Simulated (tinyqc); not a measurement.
## Gain factor and gap resistance from two string resistances

Inverse problem. At small bit-line voltage each of the 48 cells has the resistance 1/(K x) at overdrive x (no mobility reduction) in series with a gap resistance Rg. Find K, Rg and the share of the gaps at the higher overdrive.

resistance of a string of 48 equal cells at overdrives of 3.6 and 7.2 V (kohm): 1386.6667  1053.3333

Answer. The resistance per cell is a straight line in 1/x with slope 1/K and intercept Rg.

K = 20.0 uA/V^2
Rg = 15.0 kohm
share of the gaps = 68.4 %

tinyqc, about 0.6 s, one thread, Intel Xeon 2.30GHz (shared host): `OMP_NUM_THREADS=1 python tinyqc.py 2142241 2142242 out.jsonl`
